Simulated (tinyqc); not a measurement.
Access strength from the read disturbance.

Problem. Transistor (EKV form, voltages against the body): I = 2 n b Vt^2 [F(vp - Vs) - F(vp - Vd)] from drain to source, F(v) = ln^2(1 + exp(v/(2 Vt))), vp = (Vg - VT + sg |Vd - Vs|)/n. n-channel bodies are at 0; for the p-channel device all voltages are counted down from Vdd. b in uA/V^2 gives I in uA. In an SRAM read the low node Q obeys In(gate QB, drain Q) = Ip(gate QB, drain Q) + Ia, where the access transistor (threshold VTn) has its gate and drain at Vdd and its source at Q. Find Ia, ba and the cell ratio bn/ba.

Inputs (values chosen for the exercise): temperature T = 293 K; supply voltage Vdd = 1 V; slope factor n = 1.41; drain-induced barrier lowering sg = 0.027; n-channel threshold VTn = 0.27 V; p-channel threshold (magnitude) VTp = 0.43 V; gain factor of the pull-down transistor bn = 610 uA/V^2; gain factor of the pull-up transistor bp = 170 uA/V^2.

Constants: q = 1.602176634e-19 C, kB = 1.380649e-23 J/K, Vt = kB T/q. Results are converted to the units shown.

Q and QB in the read (V): 0.14278066  0.99927430

Answer. The node equation gives Ia, which is proportional to ba.

Ia = 55.08 uA
ba = 510.0 uA/V^2
cell ratio = 1.196

Numbers from tinyqc (`OMP_NUM_THREADS=1 python tinyqc.py 2340072 2340073 out.jsonl`; about 0.1 s on one thread of a shared Intel Xeon 2.30GHz).
